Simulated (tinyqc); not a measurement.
bcc against fcc: Finnis-Sinclair potential for a bcc metal: fit to cohesion and elasticity, then vacancy, surfaces and structure. Computed by tinyqc, a small Python program. Command: `OMP_NUM_THREADS=1 python tinyqc.py 3111021 3111022 out.jsonl fsfit walk`. One thread of a shared host (Intel(R) Xeon(R) Processor @ 2.30GHz), about 0.01 s of CPU time with the checks.

E = (1/2) sum V(r) - A sqrt(rho), rho = sum phi(r), phi = (r - d)^2 for r < d, V = (r - c)^2 (c0 + c1 r + c2 r^2) for r < c. In bcc the 8 first neighbours lie at sqrt(3) a/2 and the 6 second at a; both cut-offs lie below the third shell; Omega = a^3/2; E is per atom and z the number of atoms in a shell. The four constants A, c0, c1, c2 are fitted to E_c, zero pressure, B and C12 - C44 alone, so C44 and C11 - C12 are not matched singly; defects are unrelaxed.

Inputs (values chosen for the exercise, modelled on vanadium):
```
quantity,value,unit
lattice constant a,3.04,angstrom
cohesive energy E_c,5.33,eV
target C11,225,GPa
target C12,116,GPa
target C44,42.5,GPa
density cut-off d/a,1.196,-
pair cut-off c/a,1.266,-
```

Constants: 1 eV/angstrom^3 = 160.2176634 GPa.

Method:
- rho = sum z phi, rho1 = sum z r phi', rho2 = sum z r^2 phi''. At zero pressure the effective pair part V + 2 F' phi obeys C12 = C44, so C12 - C44 = F'' (rho1/3)^2/Omega with F'' = A/(4 rho^(3/2)); this gives A.
- With v_k = (r - c)^2 r^k the rows are (1/2) sum z v_k, (1/2) sum z r v_k' and (1/2) sum z r^2 v_k''. With rho1 = sum z r phi' and rho2 = sum z r^2 phi'' the right-hand sides are: -E_c + A sqrt(rho) (cohesion); A rho1/(2 sqrt(rho)) (zero pressure); 9 B Omega + A [rho2/(2 sqrt(rho)) - rho1^2/(4 rho^(3/2))] with B = (C11 + 2 C12)/3.
- Solve the three equations.
- E of each lattice against the volume per atom, as a multiple of Omega; all neighbours inside the cut-offs are summed.

c0, c1, c2 (eV/angstrom^2, eV/angstrom^3, eV/angstrom^4): [-1.85256, 2.21428, -0.55056]

A = 1.84019 eV/angstrom

Energies (eV/atom):
```
V/Omega,bcc,fcc,fcc less bcc (meV)
0.80,-5.0349,-4.8972,137.69
0.84,-5.1444,-4.9469,197.48
0.88,-5.2275,-4.9909,236.65
0.92,-5.2854,-5.0265,258.91
0.96,-5.3191,-5.0571,261.99
1.00,-5.3300,-5.0867,243.25
1.05,-5.3138,-5.1189,194.86
1.10,-5.2671,-5.1245,142.59
1.20,-5.0940,-5.0576,36.34
```

The lowest fcc row, at V/Omega = 1.1, lies +206 meV from the bcc minimum: the fit keeps bcc stable, though nothing in it asked for that.

Extremes, crossings and ranges named in words are read from the listed rows.
